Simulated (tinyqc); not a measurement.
# Fermi-level pinning from two metals

Inverse problem. Cowley-Sze model with the space charge neglected: phiB = S (phiM - chi) + (1 - S)(Eg - phi0), S = 1/(1 + q Dit dl/(eps0 ei)), dl in cm. Find S, phi0 and Dit.

Values chosen for this exercise; band and dielectric values those of a made-up semiconductor: band gap Eg = 4.13 eV; electron affinity chi = 3.23 eV; thickness of the interfacial layer dl = 0.3 nm; relative permittivity of the interfacial layer ei = 3.9.

Constants: q = 1.602176634e-19 C, eps0 = 8.8541878128e-14 F/cm where lengths are in cm. Results are converted to the units shown.

barriers for metals with phiM = 3.36 and 4.25 eV (eV): 0.35917400  1.1620095

Answer. S is the slope of phiB against phiM; either barrier then gives phi0, and S gives Dit.

S = 0.9021
phi0 = 1.660 eV
Dit = 7.800e12 cm^-2 eV^-1

Program tinyqc, `OMP_NUM_THREADS=1 python tinyqc.py 2020075 2020076 out.jsonl`; Intel Xeon 2.30GHz, shared host, one thread, about 0.07 s.
